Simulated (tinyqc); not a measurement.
What each parameter does: core-shell quantum dot (spherical envelope functions).

Parabolic bands; strain and other valleys are left out. s states, u = r psi, hard wall at R + H, c = hbar^2/2m0, energies from the band edges of the core. Core: u = sin(k1 r)/k1, k1 = sqrt(m1 E/c). At R, psi and psi'/m are continuous, so u is continuous and its slope in the shell is s = u/R + (m2/m1)(u' - u/R). Shell: u(R + x) = u(R) cos(k2 x) + s sin(k2 x)/k2, k2 = sqrt(m2 (E - V)/c); for negative arguments the functions turn into sinh and cosh. A level has u(R + H) = 0.

Overlap = (integral of u_e u_h)^2 with normalised u. Coulomb integrals J_ab = (q/eps) double integral of u_a(r)^2 u_b(s)^2/max(r, s), q = e^2/(4 pi eps0), one eps everywhere. Exciton E = Eg + E_e + E_h - J_eh; first-order biexciton shift J_ee + J_hh - 2 J_eh (positive: repulsive).

Constants: hbar^2/2m0 = 3.80998211 eV angstrom^2; e^2/(4 pi eps0) = 14.39964547 eV angstrom; hc = 1239.841984 eV nm.

Parameters, chosen for this exercise (near those of an InAs/InP core-shell dot; shifted at random, so the results belong to these values and not to a real crystal):
```
symbol  value  unit      meaning
R       24     angstrom  core radius
H       9      angstrom  shell thickness
Vc      0.481  eV        conduction edge of the shell above that of the core
Vv      0.407  eV        hole barrier of the shell
me1     0.029  m0        electron, core
me2     0.082  m0        electron, shell
mh1     0.349  m0        hole, core
mh2     0.493  m0        hole, shell
Eg      0.419  eV        gap of the core
eps     12.7             dielectric constant
```

All quantities anew.

One parameter was then changed.

Results before and after:
```
case     E (eV)  overlap  electron in core  biexciton shift (meV)
base      1.128    0.910             0.806                    2.6
changed   1.035    0.896             0.796                    3.0
```

Which of these changes was made? (a) H = 14 angstrom; (b) Vc = 0.581 eV; (c) R = 21 angstrom; (d) Vv = 0.305 eV; (e) mh1 = 0.279 m0; (f) eps = 14.6; (g) me2 = 0.103 m0.

Answer: (g) me2 = 0.103 m0. Of the candidates, run in turn, only this one gives the changed row.

All candidates:
```
case             E (eV)  overlap  electron in core  biexciton shift (meV)
base              1.128    0.910             0.806                    2.6
R = 21 angstrom   1.256    0.912             0.769                    2.9
H = 14 angstrom   1.004    0.852             0.708                    4.0
Vc = 0.581 eV     1.146    0.915             0.812                    2.4
Vv = 0.305 eV     1.122    0.931             0.806                    2.0
me2 = 0.103 m0    1.035    0.896             0.796                    3.0
mh1 = 0.279 m0    1.142    0.940             0.806                    1.7
eps = 14.6        1.135    0.910             0.806                    2.2
```

tinyqc: `OMP_NUM_THREADS=1 python tinyqc.py 1250441 1250442 out.jsonl`; about 0.03 s, one thread, shared Intel(R) Xeon(R) Processor @ 2.30GHz.
